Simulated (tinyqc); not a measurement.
Dielectric constant under pressure: Penn model of the dielectric constant and Phillips ionicity.

n = 32/a^3; Ep^2 = 8 pi c e2 n with c = hbar^2/2m0, e2 = e^2/(4 pi eps0); EF = c (3 pi^2 n)^(2/3); eps = 1 + (Ep/Eg)^2 S with S = 1 - Eg/(4 EF) + (Eg/(4 EF))^2/3, Eg the Penn gap. Core d shells are left out.

Phillips: bond length d = sqrt(3) a/4; homopolar gap Eh = 39.74 d^(-2.48) eV (d in angstrom); Eg^2 = Eh^2 + C^2; ionicity fi = C^2/Eg^2.

Constants: hbar^2/2m0 = 3.80998211 eV angstrom^2; e^2/(4 pi eps0) = 14.39964547 eV angstrom.

Inputs chosen for the exercise (out of a larger set: near those of ZnSe; not measured data): a = 5.682 angstrom (cubic lattice constant, 32 valence electrons a cell); C0 = 5.71 eV (ionic gap, held fixed).

The lattice constant is scaled by the factor listed; C = C0.

Results:
```
factor  Eh (eV)  Eg (eV)  Ep (eV)    eps     fi
0.94      4.968    7.569   17.017  5.349  0.569
0.96      4.715    7.405   16.488  5.252  0.595
0.98      4.480    7.258   15.986  5.147  0.619
0.99      4.369    7.190   15.744  5.092  0.631
1.01      4.157    7.063   15.279  4.978  0.654
1.02      4.057    7.005   15.055  4.920  0.665
1.04      3.866    6.896   14.623  4.800  0.686
```

Give the missing row, factor = 1.00.

Computed row:
```
factor  Eh (eV)  Eg (eV)  Ep (eV)    eps     fi
1.00      4.261    7.125   15.509  5.036  0.642
```

d ln eps/d ln a = -1.13 around factor 1: eps rises under compression. Ep^2 goes as a^-3 and Eh^2 as a^-4.96; with C fixed Eg^2 goes as a^-1.77 at fi = 0.642, and leaving S aside the two powers balance at fi = 0.395. The slope is a difference of two powers and the model omits d shells and any change of C, so it is no prediction for a real crystal; eps from C0 (row 1.00) need not match a measured ei.

Computed by tinyqc, a small Python program: `OMP_NUM_THREADS=1 python tinyqc.py 1682645 1682646 out.jsonl` (the numbers bound the seed that draws the inputs); one thread of a shared host (Intel(R) Xeon(R) Processor @ 2.30GHz), about 0.01 s for the whole set of steps.
